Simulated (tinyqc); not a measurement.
What moves the plasmon: plasmons of a degenerate electron gas in the random-phase approximation.

Zero temperature, parabolic band: kF = (3 pi^2 n)^(1/3), EF = c kF^2/m, Ep^2 = 8 pi c e2 n/(m eb), qTF^2 = 6 pi e2 n/(eb EF), c = hbar^2/2m0, e2 = e^2/(4 pi eps0), n in 1/angstrom^3 (1e-24 per 1/cm^3).

Lindhard function: eps(q, E)/eb = 1 + (qTF/q)^2 (f1 + i f2) with z = q/(2 kF), u = E/(hbar vF q), hbar vF = 2 c kF/m; f1 = 1/2 + [h(z - u) + h(z + u)]/(8 z), h(x) = (1 - x^2) ln|(x + 1)/(x - 1)|; f2 = pi u/2 for z + u < 1, (pi/(8 z))(1 - (z - u)^2) for |z - u| < 1 < z + u, else 0. Pairs exist for c (q^2 - 2 q kF)/m < E < c (q^2 + 2 q kF)/m.

Constants: hbar^2/2m0 = 3.80998211 eV angstrom^2; e^2/(4 pi eps0) = 14.39964547 eV angstrom.

Parameters, chosen for this exercise (mass and background constant near those of GaN; polar phonons, which mix with the plasmon in the real crystal, and the rise of the mass with filling are left out; shifted at random, so the results belong to these values and not to a real crystal):
```
symbol  value    unit        meaning
n       3.8e+18  1/cm^3      electron density
m       0.2      m0          mass
eb      5.36                 background dielectric constant
qp      0.0106   1/angstrom  wave vector of the plasmon
```

The plasmon is taken at qp. Each row changes one parameter from the base and keeps the others.

Results:
```
case                     Ep (meV)  plasmon at qp (meV)  qc (1/angstrom)
base                        69.91                71.57          0.03996
n = 4.56e+18 1/cm^3         76.58                78.29          0.04151
m = 0.23 m0                 65.19                66.54          0.04211
eb = 4.824                  73.69                75.27          0.04157
qp = 0.00742 1/angstrom     69.91                70.72          0.03996
```

The largest shifts from the base row, up to three for each result and ties (the steps differ in size, so this ranks the rows, not the parameters). Ep (meV): n +6.67, m -4.72, eb +3.78; unchanged at the printed digits by qp. plasmon at qp (meV): n +6.72, m -5.03, eb +3.70. qc (1/angstrom): m +0.00215, eb +0.00161, n +0.00155; unchanged at the printed digits by qp.

Program tinyqc; command `OMP_NUM_THREADS=1 python tinyqc.py 1650229 1650230 out.jsonl`; about 0.01 s on one thread of a shared Intel(R) Xeon(R) Processor @ 2.30GHz.
